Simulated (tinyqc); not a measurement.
## Sharing a fixed EOT between the layers

Without charge in the stack, a voltage of 0.8 V over an EOT of 1.6 nm gives F1 = (V/EOT)(3.9/e1) and F2 = F1 e1/e2; t2 = e2 (EOT/3.9 - t1/e1).

Parameters, values chosen for the exercise:
- e1 = 8.88 (relative permittivity of layer 1)
- e2 = 22.7 (relative permittivity of layer 2)

Result of one run:
```
t2 (nm)	physical thickness (nm)	drop over layer 1 (V)	drop over layer 2 (V)
7.0633	7.9433	0.19324	0.60676
```

Which thickness of layer 1, next to the semiconductor t1 gave this result: 0.88, 1.33, 1.77, 2.21 or 3.1 nm?

t1 = 0.88 nm.

The whole series:
```
t1 (nm)	t2 (nm)	physical thickness (nm)	drop over layer 1 (V)	drop over layer 2 (V)
0	9.3128	9.3128	0	0.80000
0.44	8.1880	8.6280	0.096622	0.70338
0.88	7.0633	7.9433	0.19324	0.60676
1.33	5.9129	7.2429	0.29206	0.50794
1.77	4.7882	6.5582	0.38868	0.41132
2.21	3.6634	5.8734	0.48530	0.31470
2.65	2.5386	5.1886	0.58193	0.21807
3.1	1.3883	4.4883	0.68074	0.11926
```

Each 0.1 nm of layer 1 costs 0.256 nm of layer 2, so the physical thickness falls from 9.31 to 4.49 nm. The fields do not change, 2.20 MV/cm in layer 1 and 0.859 MV/cm in layer 2, and layer 1 takes half of the voltage at t1 = 1.82 nm.

Numbers from tinyqc (`OMP_NUM_THREADS=1 python tinyqc.py 2010137 2010138 out.jsonl`; about 0.01 s on one thread of a shared Intel Xeon 2.30GHz).
